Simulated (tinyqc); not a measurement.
Interdiffusion in a binary couple: Darken equations, Kirkendall shift and Boltzmann-Matano analysis: one step, computed by the program tinyqc.

x is the mole fraction of B; the molar volume is constant, and the two halves are long enough to count as infinite.

Task: Boltzmann-Matano diffusivity. D~(x) = area/(2 t slope), with z counted from the original interface (the Matano plane); 1 um^2 = 1e-12 m^2.

Inputs (values chosen for the exercise, for a model alloy A-B): temperature T = 1460 K; time t = 42000 s.

area -int z dx from x_L to the local x = 2.478174 um

slope dx/dz at the local x = 0.01209506 1/um

Give: D~ from the profile.

Result:

D~ from the profile = 2.4392e-15 m^2/s
